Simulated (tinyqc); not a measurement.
# Which input was changed?

Model: hopping conduction between localised states. Computed by tinyqc, a small Python program. Command: `OMP_NUM_THREADS=1 python tinyqc.py 3029437 3029438 out.jsonl hop which`. One thread of a shared host (Intel(R) Xeon(R) Processor @ 2.30GHz), about 0.04 s of CPU time with the checks.

Energies are counted from the Fermi level. A small network shows the mechanism; the laws of an infinite system follow.

Inputs (values chosen for the exercise, for a model impurity band):

| quantity | value | unit |
|---|---|---|
| localisation length xi | 3 | nm |
| density of states g_0 | 2.4e+20 | 1/(eV cm^3) |
| permittivity eps | 11 | - |
| activation energy E_a to extended states | 0.05 | eV |
| prefactor of activated conduction | 290 | S/cm |
| prefactor of hopping | 0.16 | S/cm |
| conductance scale G_0 | 1 | microsiemens |
| temperature T | 17 | K |

Dimension: 3D.

sites of the small network (nm, nm, meV):
```
       x     y  energy
1      0  5.96   -0.39
2   4.51  3.77   -4.53
3   6.98  5.25     7.9
4  10.34  5.18    3.64
5  14.46  5.06    0.52
6  19.32  1.14   -4.96
7  22.86  1.06    7.79
8     27  7.51    0.21
```

Constants: k_B = 8.617333262e-05 eV/K; e^2/(4 pi eps_0) = 14.39964548 eV angstrom.

Method:
- Miller-Abrahams exponent s_ij = 2 r_ij/xi + (|E_i| + |E_j| + |E_i - E_j|)/(2 k_B T); G_ij = G_0 exp(-s_ij). The diagonal is set to 0 and not used.
- Site 1 is held at potential 1 and site 8 at 0; Kirchhoff's law sum_j G_ij (u_i - u_j) = 0 fixes the others; G = sum_j G_1j (1 - u_j). G_ij = G_0 exp(-s_ij).
- Mott: T_M = 21.2/(k_B g_0 xi^3), exponent (T_M/T)^(1/4), mean hop r = (3/8) xi times the exponent. Efros-Shklovskii: T_ES = 2.8 e^2/(4 pi eps eps_0 k_B xi), exponent (T_ES/T)^(1/2). Coulomb gap width g_0^(1/2) (e^2/(4 pi eps eps_0))^(3/2). The numerical coefficients come from percolation theory and are given.
- sigma = s_1 exp(-E_a/k_B T) + s_2 exp(-larger of the two exponents); reduced activation energy w = d ln(sigma)/d ln(T) by a central difference of +/- 1 %.

Task: One of these inputs alone was changed, within the range given: density of states g_0 (1.2e+20 to 4.8e+20); permittivity eps (5.5 to 22); temperature T (8.5 to 34); prefactor of hopping (0.08 to 0.32). Which one, and to what value?

Results:

| run | mean hop by the Mott formula (nm) | conductivity (S/cm) | conductance G (microsiemens) |
|---|---|---|---|
| before | 7.733699 | 1.729616e-05 | 1.070506e-04 |
| after | 8.015383 | 1.729616e-05 | 1.070506e-04 |

Result:

Each candidate set to reproduce mean hop by the Mott formula, and what it then gives:

| candidate | range searched | value needed | conductivity (S/cm) | conductance G (microsiemens) |
|---|---|---|---|---|
| density of states g_0 (1/(eV cm^3)) | 1.2e+20 to 4.8e+20 | 2.080e20 | 1.7296e-05 | 1.0705e-04 |
| permittivity eps | 5.5 to 22 | no effect | - | - |
| temperature T (K) | 8.5 to 34 | 14.73 | 8.7856e-06 | 7.4556e-05 |
| prefactor of hopping (S/cm) | 0.08 to 0.32 | no effect | - | - |

Only density of states g_0 fits every result: it went from 2.4e+20 to 2.08e20 1/(eV cm^3). The next best candidate, temperature T, misses one result by 49 %.
